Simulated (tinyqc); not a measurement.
Elastic trap-assisted tunnelling through a dielectric: one step of the calculation.

Emitter at x = 0 (Fermi level 0), collector at x = t (Fermi level -V), band edge U(x) = phi - F x, F = V/t. A trap at x has the energy E = U(x) - Et. With G(u) = (4/(3 F)) sqrt(mo/C) max(u, 0)^1.5, C = hbar^2/(2 m0): S1 = G(phi - E) - G(Et), S2 = G(Et) - G(phi - V - E), T1,2 = exp(-S1,2). The steady rate through one trap is nu T1 T2 (f1 - f2)/(T1 + T2), f1 = f(E), f2 = f(E + V), f(y) = 1/(1 + exp(y/Vt)); both contacts offer states at E.

Task. The best-placed trap against direct tunnelling. At x = xs: E, S1, S2 and the occupation (T1 f1 + T2 f2)/(T1 + T2). Direct tunnelling at E = 0 has S = (4/(3 F)) sqrt(mo/C) [phi^1.5 - max(phi - V, 0)^1.5].

Parameters, values chosen for the exercise; dielectric values close to those of silicon dioxide:
```
symbol  value  unit                                           meaning
T         350     K                                       temperature
phi      3.01    eV             barrier above the emitter Fermi level
mo       0.49    m0                                   tunnelling mass
t           8    nm                                         thickness
Et       2.57    eV  trap depth below the band edge of the dielectric
nu       1e13   1/s                                 attempt frequency
V        1.17     V                                           voltage
```

Constants: q = 1.602176634e-19 C, kB = 1.380649e-23 J/K, hbar = 1.054571817e-34 J s, m0 = 9.1093837015e-31 kg, Vt = kB T/q, hbar^2/(2 m0) = 0.0380998212 eV nm^2. Results are converted to the units shown.

xs = 3.76 nm

Find: E; S1; S2; occupation; S of direct tunnelling.

Result.

E = -0.10990 eV
S1 = 45.470
S2 = 45.681
occupation = 0.53865
S of direct tunnelling = 89.135

Range of the model: Phonon-assisted (inelastic) capture, chains of traps and a spread of trap depths are left out.

Numbers from tinyqc (`OMP_NUM_THREADS=1 python tinyqc.py 2370025 2370026 out.jsonl`; about 0.03 s on one thread of a shared Intel Xeon 2.30GHz).
